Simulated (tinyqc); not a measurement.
Jacobi rotations on a symmetric matrix, step by step. Computed by tinyqc, a small Python program that keeps every step. Settings: method = jacobi. Command: `OMP_NUM_THREADS=1 python tinyqc.py 21010 21011 out.jsonl` (the two numbers bound the seeds that draw the settings). One thread of a shared host (Intel(R) Xeon(R) Processor @ 2.60GHz), about 0.01 s of CPU time with the checks.

## Jacobi rotation 1

A:
```
           1         2         3          4
1   0.133000  0.279000  0.690000  -0.473000
2   0.279000  2.699000  0.684000   0.296000
3   0.690000  0.684000  3.490000   0.206000
4  -0.473000  0.296000  0.206000   4.310000
```

Take the largest off-diagonal element A_pq; tan 2 theta = 2 A_pq / (A_qq - A_pp) with |theta| <= pi/4; A' = J^T A J with J_pp = J_qq = cos, J_pq = sin, J_qp = -sin.

p, q, theta (rad): 1.000000  3.000000  0.195011

A':
```
           1         2         3          4
1  -0.003290  0.141168  0.000000  -0.503953
2   0.141168  2.699000  0.725099   0.296000
3   0.000000  0.725099  3.626290   0.110439
4  -0.503953  0.296000  0.110439   4.310000
```

## Jacobi rotation 2

As before.

p, q, theta (rad): 2.000000  3.000000  0.500946

A':
```
           1         2         3          4
1  -0.003290  0.123822  0.067797  -0.503953
2   0.123822  2.301985  0.000000   0.206591
3   0.067797  0.000000  4.023305   0.239025
4  -0.503953  0.206591  0.239025   4.310000
```

## All rotations

The off-diagonal norm falls at every rotation.

Rotations:

| step | p | q | theta | off-diagonal norm |
|---|---|---|---|---|
| 1 | 1 | 3 | 0.195011 | 1.34e+00 |
| 2 | 2 | 3 | 0.500946 | 8.65e-01 |
| 3 | 1 | 4 | -0.114778 | 4.89e-01 |
| 4 | 3 | 4 | 0.463465 | 3.66e-01 |
| 5 | 2 | 4 | 0.077728 | 2.75e-01 |
| 6 | 1 | 2 | 0.060525 | 1.86e-01 |
| 7 | 1 | 3 | 0.022538 | 1.36e-01 |
| 8 | 2 | 3 | -0.049337 | 7.64e-02 |
| 9 | 1 | 4 | 0.011741 | 9.29e-03 |
| 10 | 3 | 4 | -0.009578 | 4.91e-03 |
| 11 | 2 | 4 | 0.001358 | 2.49e-03 |
| 12 | 1 | 2 | 0.000745 | 5.23e-05 |
| 13 | 2 | 3 | 0.000018 | 3.32e-05 |
| 14 | 1 | 3 | -0.000006 | 3.70e-06 |
| 15 | 1 | 4 | 5.73e-07 | 5.51e-08 |
| 16 | 3 | 4 | 6.68e-08 | 2.82e-09 |
| 17 | 2 | 4 | 8.84e-10 | 5.82e-10 |

eigenvalues: -0.072703  2.293391  3.914425  4.496887
